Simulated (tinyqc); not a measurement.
Inside a calculation. Method: Hubbard ring of 6 sites. One step of it, computed by the program tinyqc.

Question. Mean-field iteration 3. H(up) = T + U n(down), H(down) = T + U n(up); fill the lowest levels; n(new) = n + mixing (n(out) - n); E = tr T (rho up + rho down) + U sum n_up n_down of the output.

one-body matrix (hopping and site energies) (eV), order 1, 2, 3, 4, 5, 6:
$$\begin{pmatrix}
-0.300000 & -0.760000 & 0.000000 & 0.000000 & 0.000000 & -0.760000 \\
-0.760000 & -0.690000 & -0.760000 & 0.000000 & 0.000000 & 0.000000 \\
0.000000 & -0.760000 & 0.900000 & -0.760000 & 0.000000 & 0.000000 \\
0.000000 & 0.000000 & -0.760000 & 0.040000 & -0.760000 & 0.000000 \\
0.000000 & 0.000000 & 0.000000 & -0.760000 & -0.950000 & -0.760000 \\
-0.760000 & 0.000000 & 0.000000 & 0.000000 & -0.760000 & 0.510000
\end{pmatrix}$$

U = 8.900000 eV

electrons, up and down: [4, 1]

mixing = 0.500000

n(up) after iteration 2: 1 0.794282, 2 0.834862, 3 0.420246, 4 0.739529, 5 0.743740, 6 0.467841

n(down) after iteration 2: 1 0.142735, 2 0.116882, 3 0.116425, 4 0.099177, 5 0.209368, 6 0.315914

Give: levels, up; levels, down; energy; n(up) after iteration 3; n(down) after iteration 3.

Answer.

levels, up (eV): [-0.4724, 0.0477, 0.8984, 1.5725, 2.6009, 3.7673]

levels, down (eV): [3.9446, 4.2572, 5.5366, 6.4253, 7.1890, 7.7617]

energy = -0.4079 eV

n(up) after iteration 3: 1 0.8593, 2 0.8701, 3 0.3660, 4 0.7755, 5 0.8298, 6 0.2994

n(down) after iteration 3: 1 0.0980, 2 0.0778, 3 0.1798, 4 0.0820, 5 0.1861, 6 0.3765
